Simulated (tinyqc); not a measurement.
# Worked calculation: resonant-tunnelling diode, transfer matrices and Tsu-Esaki current

Computed by the program tinyqc: `OMP_NUM_THREADS=1 python tinyqc.py 2600151 2600152 out.jsonl`, one thread of a shared Intel Xeon 2.30GHz, about 0.3 s for the whole run. Printed values are rounded.

Emitter (band edge 0), barrier d1, well Lw, barrier d2, spacer ds, collector (edge -V). The bias drops linearly over these layers and none in the contacts; each layer is cut into ns equal slices, flat at the value of their centres. E is the energy of motion across the layers, C = hbar^2/(2 m0), psi and psi'/m are continuous. Transport is coherent, T(E) is taken as independent of the transverse momentum, and charge in the well is ignored.

Inputs (values chosen for the exercise); masses and offsets of a made-up heterostructure: temperature T = 300 K; mass in the well, spacer and contacts mw = 0.22 m0; barrier height U1 = 1.2 eV; barrier mass m1 = 0.36 m0; emitter barrier d1 = 0.8 nm; well width Lw = 1.3 nm; collector barrier d2 = 1.1 nm; slices in each layer ns = 4; undoped spacer after the collector barrier ds = 1.8 nm; Fermi energy of both contacts above their band edges Ef = 0.2 eV; bias of the collector V = 0.65 V; trial energy E = 0.1458 eV.

Constants: q = 1.602176634e-19 C, kB = 1.380649e-23 J/K, hbar = 1.054571817e-34 J s, m0 = 9.1093837015e-31 kg, Vt = kB T/q, hbar^2/(2 m0) = 0.0380998212 eV nm^2. Results are converted to the units shown.

Range of the model: Electrons enter the collector with more than 0.4 eV, where real bands are no longer parabolic.

## Slices under bias

U = edge of the layer - V x/Lt at the centre x of each slice, Lt the summed thickness.

```
slice    U (eV)  m (m0)  width (nm)
0       1.18700    0.36         0.2
1       1.16100    0.36         0.2
2       1.13500    0.36         0.2
3       1.10900    0.36         0.2
4      -0.12512    0.22       0.325
5      -0.16737    0.22       0.325
6      -0.20963    0.22       0.325
7      -0.25188    0.22       0.325
8       0.90912    0.36       0.275
9       0.87338    0.36       0.275
10      0.83762    0.36       0.275
11      0.80188    0.36       0.275
12     -0.44525    0.22        0.45
13     -0.50375    0.22        0.45
14     -0.56225    0.22        0.45
15     -0.62075    0.22        0.45
```

## Running product of the slice matrices at the trial energy

For the pair (psi, psi'/m) a flat layer has M = [[cos kd, (m/k) sin kd], [-(k/m) sin kd, cos kd]] with k = sqrt(m (E - U)/C) above its edge U, and M = [[cosh Kd, (m/K) sinh Kd], [(K/m) sinh Kd, cosh Kd]] with K = sqrt(m (U - E)/C) below it. Later slices stand to the left. With M acting on (psi, psi'/m) and v = k/m in each lead, T(E) = 4 vL vR/[(vL vR M12 - M21)^2 + (vR M11 + vL M22)^2]. vL = sqrt(mw E/C)/mw, vR = sqrt(mw (E + V)/C)/mw.

Product after each layer:
```
                 M11   M12 (nm)  M21 (1/nm)       M22
barrier d1   5.98963   0.680898     49.7368   5.82100
well         6.80533   0.799321    -53.3972  -6.12483
barrier d2  -3.16989  -0.196619    -27.9544  -2.04940
spacer       3.96305   0.260289     16.2875   1.32208
```

T(E) = 0.0820978

## Transmission at three energies near the peak

three energies (eV): 0.138808  0.139618  0.140428

The same product at each energy.

T(E) at these energies: 0.696256  0.948320  0.888900

## Breit-Wigner parameters from a parabola through 1/T(E)

Near a resonance 1/T(E) = (1/Tp) [1 + (2 (E - Er)/G)^2]. With y = 1/T(E) at E0 - h, E0, E0 + h: a = (y1 + y3 - 2 y2)/(2 h^2), b = (y3 - y1)/(2 h), Er = E0 - b/(2 a), 1/Tp = y2 - b^2/(4 a), G = 2 sqrt(1/(Tp a)), tau = hbar/G.

Er = 0.139897 eV
Tp = 0.973031
G = 3.45365 meV
tau = 190.584 fs

The true maximum of T(E) lies at 0.13989 eV with height 0.9724 and full width 3.471 meV; the fitted G is 0.51 % below that width.

## Current from the resonance alone

J = J0 times the integral over E > 0 of T(E) N(E), N = ln[(1 + exp((Ef - E)/Vt))/(1 + exp((Ef - V - E)/Vt))], J0 = q^2 mw m0 kB T/(2 pi^2 hbar^3) (times 1e-4 for A/cm^2 per eV). For a sharp resonance J = J0 (pi G/2) Tp N(Er), with Er the peak energy, Tp the peak transmission and G the full width at half maximum (in eV). The three values given are estimates from a parabola through three points of 1/T(E).

J0 = 9.20405e7 A/(cm^2 eV)
N(Er) = 2.41820
J = 1174.89 kA/cm^2

The full integral over T(E) gives 1159 kA/cm^2; the value above is 1.4 % above it. With the exact position, height and width of the peak (Er = 0.13989 eV, Tp = 0.9724, G = 3.471 meV) the formula is 1.9 % above it.
